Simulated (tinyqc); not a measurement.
Gap difference from the gain at two temperatures.

Question. When back injection limits the gain, beta = b exp(-dE/(kB T)) with dE the gap reduction of the emitter less that of the base and b constant. Find dE and beta at 300 K.

Constants: q = 1.602176634e-19 C, kB = 1.380649e-23 J/K. Results are converted to the units shown.

T (K): 220  350
beta: 21.195425  186.51323

Solution. ln beta is a straight line in 1/T with slope -dE/kB.

dE = 0.111 eV
beta at 300 K = 101

Numbers from tinyqc (`OMP_NUM_THREADS=1 python tinyqc.py 2320104 2320105 out.jsonl`; about 0.01 s on one thread of a shared Intel Xeon 2.30GHz).
